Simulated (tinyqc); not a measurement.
Free and trapped electrons in a MOS channel with a dense trap tail: two steps of the calculation.

p-type body, charge-sheet picture, full ionisation (an idealisation for deep acceptors), Boltzmann statistics for free electrons. e = Ec - EF at the surface. Acceptor-like traps of density D(E) = D0 + De exp(-E/Ew) at depth E below Ec, from 0 to Eu, hold n_t = integral of D(E)/(1 + exp((e - E)/Vt)). psi = Eg - Vt ln(Nv/Na) - e; N_dep = sqrt(2 eps0 eps_r Na (psi - Vt)/q); n_f = sqrt(N_dep^2 + 2 eps0 eps_r Vt Nc exp(-e/Vt)/q) - N_dep; Vg = Vfb + psi + q (N_dep + n_t + n_f)/Cox, Cox = eps0 eox/tox.

Parameters, values chosen for the exercise; band and dielectric values close to those of 4H silicon carbide:
- T = 300 K (temperature)
- Eg = 3.31 eV (band gap)
- eps_r = 9.65 (relative permittivity)
- Nc = 1.67e19 cm^-3 (conduction-band density of states at T)
- Nv = 2.47e19 cm^-3 (valence-band density of states at T)
- eox = 3.9 (relative permittivity of the insulator)
- tox = 26 nm (insulator thickness)
- Na = 1.8e16 cm^-3 (acceptor density)
- Vfb = -2.12 V (flat-band voltage without trapped charge)
- D0 = 1.2e10 cm^-2 eV^-1 (constant background density of acceptor-like traps)
- De = 4.7e13 cm^-2 eV^-1 (density of the tail at the conduction edge)
- Ew = 0.07 eV (decay energy of the tail)
- Eu = 0.8 eV (depth below Ec down to which the traps reach)
- mf = 170 cm^2/(V s) (mobility of free electrons)
- e = 0.098 eV (Ec - EF at the surface)

Constants: q = 1.602176634e-19 C, kB = 1.380649e-23 J/K, Vt = kB T/q, eps0 = 8.8541878128e-14 F/cm where lengths are in cm. Results are converted to the units shown.

Task 1. Trapped charge. Trapezoid rule on 12 equal steps from 0 to Eu, f = 1/(1 + exp((e - E)/Vt)).

Find: E; D(E) f; n_t.

Result 1.

```
point    E (eV)  D(E) f (cm^-2 eV^-1)
0             0             1.0380e12
1      0.066667             4.1616e12
2       0.13333             5.5846e12
3       0.20000             2.6599e12
4       0.26667             1.0519e12
5       0.33333             4.1377e11
6       0.40000             1.6703e11
7       0.46667             7.1814e10
8       0.53333             3.5077e10
9       0.60000             2.0904e10
10      0.66667             1.5435e10
11      0.73333             1.3325e10
12      0.80000             1.2511e10
```

n_t = 9.8137e11 cm^-2

Task 2. Charges and gate voltage. psi, N_dep, n_f and Vg as defined, with the n_t given; free share n_f/(n_f + n_t); apparent mobility mf n_f/(n_f + n_t); gate voltage spent on traps q n_t/Cox.

n_t = 9.8137227e11 cm^-2

Give: psi; N_dep; n_f; Vg; free share; apparent mobility; gate voltage spent on traps.

Result 2.

psi = 3.025 V
N_dep = 7.588e11 cm^-2
n_f = 6.566e10 cm^-2
Vg = 3.084 V
free share = 6.271 %
apparent mobility = 10.66 cm^2/(V s)
gate voltage spent on traps = 1.184 V

Computed by the program tinyqc: `OMP_NUM_THREADS=1 python tinyqc.py 2222136 2222137 out.jsonl`, one thread of a shared Intel Xeon 2.30GHz, about 0.02 s for the whole run.
